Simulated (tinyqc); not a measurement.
Bias dependence of the times: oxide trap near a transistor channel: two-state multiphonon kinetics, telegraph noise and bias instability. Computed by tinyqc, a small Python program. Command: `OMP_NUM_THREADS=1 python tinyqc.py 3027448 3027449 out.jsonl oxidetrap walk`. One thread of a shared host (Intel(R) Xeon(R) Processor @ 2.30GHz), about 0.01 s of CPU time with the checks.

An n-channel device under positive gate bias. The trap is empty (state 1) or holds an electron (state 2); both states are parabolas of equal curvature, and the electron reservoir is taken at the Fermi level of the channel.

Inputs (values chosen for the exercise, with an insulator like SiO2 on silicon):
```
quantity                                value   unit
trap depth x from the interface          0.35     nm
tunnel barrier phi_b                     2.99     eV
tunnelling mass m_ox                     0.44    m_0
trap level above E_F at zero field E_t  0.041     eV
relaxation energy E_R                     1.2     eV
oxide field F                             3.8  MV/cm
attempt rate k_0 at the interface       2e+11    1/s
temperature T                             300      K
```

Parts treated: one trap and an ensemble.

Constants: hbar^2/(2 m_0) = 3.80998212 eV angstrom^2; k_B = 8.617333262e-05 eV/K.

Method. kappa = sqrt(2 m_ox phi_b)/hbar = sqrt(m_ox phi_b/(hbar^2/2m_0)); attenuation length lambda = 1/(2 kappa); factor exp(-x/lambda) for a rectangular barrier. E_21 = E_t - e F x is the energy of state 2 over state 1; barriers E_c = (E_R + E_21)^2/(4 E_R), E_e = E_c - E_21; tau_c = exp(E_c/k_B T)/(k_0 P), tau_e = exp(E_e/k_B T)/(k_0 P), P the tunnelling factor; occupation f_2 = tau_e/(tau_c + tau_e); 1/tau_0 = 1/tau_c + 1/tau_e.

tunnelling factor = 0.0163525

Against field:
```
F (MV/cm)  E_21 (eV)   tau_c (s)   tau_e (s)      f_2
0.00          0.0410  7.5064e-05  1.5370e-05  0.16995
1.14          0.0011  3.4230e-05  3.2804e-05  0.48936
2.28         -0.0388  1.6015e-05  7.1836e-05  0.81770
3.04         -0.0654  9.7904e-06  1.2288e-04  0.92620
3.80         -0.0920  6.0537e-06  2.1260e-04  0.97231
4.56         -0.1186  3.7861e-06  3.7204e-04  0.98993
5.70         -0.1585  1.9131e-06  8.7989e-04  0.99783
```

ln(tau_c/tau_e) falls by e x/k_B T = 1.354 per MV/cm, which measures the depth x if the change of surface potential with bias is left aside. Over these rows tau_c shortens by 1.59 decades and tau_e lengthens by 1.76; the two share the shift almost equally, as the first and last E_21 average to little against E_R. The times cross at F = E_t/(e x) = 1.17 MV/cm.

Extremes, crossings and ranges named in words are read from the listed rows.
